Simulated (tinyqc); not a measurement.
# Worked calculation: surface potential of a MOS transistor: implicit equation and explicit approximations

Program tinyqc, `OMP_NUM_THREADS=1 python tinyqc.py 2122198 2122199 out.jsonl`; Intel Xeon 2.30GHz, shared host, one thread, about 0.01 s. Printed values are rounded.

p-type body, charge-sheet picture, depletion and inversion only, full ionisation (an idealisation for deep acceptors), Boltzmann statistics (rough once Na exp(x - xn) passes about Nc/7). In units of Vt: xg = (Vg - Vfb)/Vt, x = psi/Vt, G = gamma/sqrt(Vt), xn = (2 phiF + Vc)/Vt. The implicit equation is (xg - x)^2 = G^2 [x - 1 + exp(x - xn)] for x above about 3. Cox = eps0 eox/tox.

Values chosen for this exercise; band and dielectric values close to those of germanium:
```
symbol,value,unit,meaning
T,300,K,temperature
Eg,0.65,eV,band gap
eps_r,15.7,,relative permittivity
Nc,1.06e19,cm^-3,conduction-band density of states at T
Nv,6.09e18,cm^-3,valence-band density of states at T
eox,7.39,,relative permittivity of the gate insulator (close to silicon nitride)
tox,2.3,nm,insulator thickness
Na,1.8e17,cm^-3,acceptor density
Vfb,-0.79,V,flat-band voltage
Vc,1,V,channel-body voltage
Vg,1.54,V,gate-body voltage
```

Constants: q = 1.602176634e-19 C, kB = 1.380649e-23 J/K, Vt = kB T/q, eps0 = 8.8541878128e-14 F/cm where lengths are in cm. Results are converted to the units shown.

Range of the model: The electron quasi-Fermi level lies less than 2 Vt below the band edge at the surface, or above it, where degeneracy and confinement, left out, matter.

## Scales

ni = sqrt(Nc Nv) exp(-Eg/(2 Vt)), Eg in volts; phiF = Vt ln(Na/ni); gamma = sqrt(2 q eps0 eps_r Na)/Cox; VT = Vfb + Vt (xn + G sqrt(xn - 1)).

phiF = 0.2267999 V
gamma = 0.09953259 V^0.5
G = 0.6190393
xn = 56.22775
VT = 0.7825297 V
xg = 90.12842

## Explicit approximation

Depletion value a = 1 + [sqrt(G^2/4 + xg - 1) - G/2]^2; inversion value b = xn + ln[(xg - xn)^2/G^2 - xn + 1] and first guess y = min(a, b) - ln(1 + exp(-|a - b|)) if a > xn + 1, else b = y = a; one second-order correction with D = exp(y - xn), p = 2 (xg - y) + G^2 (1 + D), w = (xg - y)^2 - G^2 (y - 1 + D): z = y + 2 w/(p + sqrt(p^2 - 2 (2 - G^2 D) w)), or the Newton step z = y + w/p where the root is not real.

a = 84.47267
b = 64.21521
y = 64.21521
p = 1180.301
w = -480.8217
z = 63.66167

The root of the implicit equation is x = 63.7007; y misses it by 0.51 and z by -0.039, in units of Vt.

## Starting value

x = y rounded to two decimals.

x at the start = 64.22

## Iteration 1: new x

D = exp(x - xn), f = (xg - x)^2 - G^2 (x - 1 + D), f' = -2 (xg - x) - G^2 (1 + D), x(new) = x - f/f'.

D = 2957.943
f = -486.4923
f' = -1185.712
x after iteration 1 = 63.80970

## Iteration 2: new x

As before.

D = 1962.460
f = -83.42779
f' = -805.0541
x after iteration 2 = 63.70607

## Course of the iteration

Stop when the step is below 1e-11, or after 60 iterations.

Course of the iteration:

| iteration | x before the step | step |
|---|---|---|
| 1 | 64.22 | -0.410 |
| 2 | 63.80970 | -0.104 |
| 3 | 63.70607 | -5.32e-3 |
| 4 | 63.70075 | -1.31e-5 |
| 5 | 63.70074 | -7.97e-11 |
| 6 | 63.70074 | 0 |

Converged in 6 iterations.

## Potential, charges and gate control

converged x = 63.70074

psi = Vt x; N_dep = Cox Vt G sqrt(x - 1)/q; N_inv = (Cox Vt G/q) [sqrt(x - 1 + exp(x - xn)) - sqrt(x - 1)]; dpsi/dVg = 1/[1 + G^2 (1 + exp(x - xn))/(2 (xg - x))].

psi = 1.646792 V
N_dep = 2.250109e12 cm^-2
N_inv = 9.8812e12 cm^-2
dpsi/dVg = 0.07264009

psi lies 7.5 Vt above 2 phiF + Vc.
